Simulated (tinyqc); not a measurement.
Collinear exchange A + BC -> AB + C on a London-Eyring-Polanyi-Sato surface: saddle, string of images and rate: one step, computed by the program tinyqc.

x = r(AB), y = r(BC), r(AC) = x + y. V is counted from separated atoms, the barrier from A + BC, that is V + D(BC).

Question. Frequencies at the saddle. Wilson matrix G = [[1/m_A + 1/m_B, -1/m_B], [-1/m_B, 1/m_B + 1/m_C]]; eigenvalues lambda of G H give nu = 15.6333042 THz x sqrt(|lambda|), the negative one being imaginary. Reactant: nu_BC from k = 2 D beta^2 and 1/m_B + 1/m_C. Skew angle: cos = sqrt(m_A m_C/((m_A + m_B)(m_B + m_C))).

Inputs (values chosen for the exercise, bond data loosely for abstraction of hydrogen from a Ge-H bond by a hydrogen atom; the barrier is not fitted):
```
quantity   value        unit
D(BC)       3.71          eV
beta(BC)    1.45  1/angstrom
mass of A  1.008           u
mass of B  1.008           u
mass of C   72.6           u
```

Hessian (eV/angstrom^2):
```
           x         y
x  -2.490576  6.415981
y   6.415981  5.507503
```

Constants: nu for 1 eV/(angstrom^2 u) = 15.6333042 THz.

Give: imaginary frequency; real frequency at the saddle; nu_BC; skew angle.

Answer.

imaginary frequency = 61.89 THz

real frequency at the saddle = 29.42 THz

nu_BC = 61.93 THz

skew angle = 45.39 degrees
